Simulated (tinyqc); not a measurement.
# From one set of inputs to another, one input at a time

Model: time-domain thermoreflectance: layered heat flow under a modulated pulse train, and what the signal ratio measures. Computed by tinyqc, a small Python program. Command: `OMP_NUM_THREADS=1 python tinyqc.py 3113977 3113978 out.jsonl tdtr ladder`. One thread of a shared host (Intel(R) Xeon(R) Processor @ 2.30GHz), about 0.2 s of CPU time with the checks.

Pulses repeat at 80 MHz; heat is laid down at the surface, all layers are isotropic, and the film is in perfect contact with the substrate.

The inputs printed are set A. Set A is modelled on aluminium on sapphire; the values taken over come from a set modelled on aluminium on silica. Inputs not listed in the table keep their values of set A, so the rows need not describe a real material.

Inputs (values chosen for the exercise, modelled on aluminium on sapphire):

| quantity | value | unit |
|---|---|---|
| metal thickness d | 63 | nm |
| metal conductivity | 140 | W/(m K) |
| metal heat capacity | 2.42 | MJ/(m^3 K) |
| boundary conductance G under the metal | 34 | MW/(m^2 K) |
| film thickness | 5.4 | nm |
| film conductivity | 1.1 | W/(m K) |
| film heat capacity | 2.7 | MJ/(m^3 K) |
| substrate conductivity kappa | 35.2 | W/(m K) |
| substrate heat capacity C | 3.09 | MJ/(m^3 K) |
| modulation frequency f | 1 | MHz |
| spot radius w (1/e^2, pump and probe) | 15 | micrometre |
| delay t | 290 | ps |

Stack: metal, film, substrate.

Method:
- For radial wave number k and angular frequency W each layer has u = sqrt(4 pi^2 k^2 + i W C/kappa) and gamma = kappa u. Surface impedance from below: Z = 1/gamma for the substrate; a layer of thickness L maps Z to (Z + tanh(u L)/gamma)/(1 + gamma Z tanh(u L)); a boundary adds 1/G.
- Response per absorbed watt H(W) = 2 pi int_0^(2/w) Z(k, W) exp(-pi^2 k^2 w^2) k dk by 20 Gauss-Legendre points.
- Signal: X + iY = sum_(m = -M..M) H(2 pi (f + m f_r)) exp(i 2 pi m f_r t) exp(-pi (m/M)^2 x 4), f_r = 80 MHz, M = 4000, with H(-W) the complex conjugate of H(W); V_in = X, V_out = Y, ratio = -V_in/V_out.

Each row keeps all changes above it:

| input moved | from | to | ratio -V_in/V_out | V_out (K/mW) | phase of H(2 pi f) (degrees) |
|---|---|---|---|---|---|
| set A | - | - | 3.7979 | -0.040331 | -26.245 |
| spot radius w (1/e^2, pump and probe) (micrometre) | 15 | 25 | 3.7213 | -0.014813 | -26.702 |
| substrate conductivity kappa (W/(m K)) | 35.2 | 1.28 | 1.2569 | -0.072077 | -47.176 |
| metal thickness d (nm) | 63 | 96 | 1.0382 | -0.070433 | -50.420 |
| substrate heat capacity C (MJ/(m^3 K)) | 3.09 | 1.6 | 0.8701 | -0.092278 | -54.575 |
| delay t (ps) | 290 | 1600 | 0.8196 | -0.092379 | -54.575 |
| film thickness (nm) | 5.4 | 37 | 0.8070 | -0.090609 | -55.159 |
| film conductivity (W/(m K)) | 1.1 | 4.5 | 0.7736 | -0.087329 | -56.632 |

Ratio -V_in/V_out goes from 3.80 to 0.774, a factor 0.204 in all. The largest single move comes from substrate conductivity kappa (a factor 0.338). V_out goes from -0.0403 to -0.0873, -0.047 in all. The largest single move comes from substrate conductivity kappa (-0.0573), and spot radius w (1/e^2, pump and probe) works against it (+0.0255). Phase of H(2 pi f) goes from -26.2 to -56.6, -30.4 in all. The largest single move comes from substrate conductivity kappa (-20.5). The single moves hold for this order of the switches; the total does not depend on the order.

Extremes, crossings and ranges named in words are read from the listed rows.
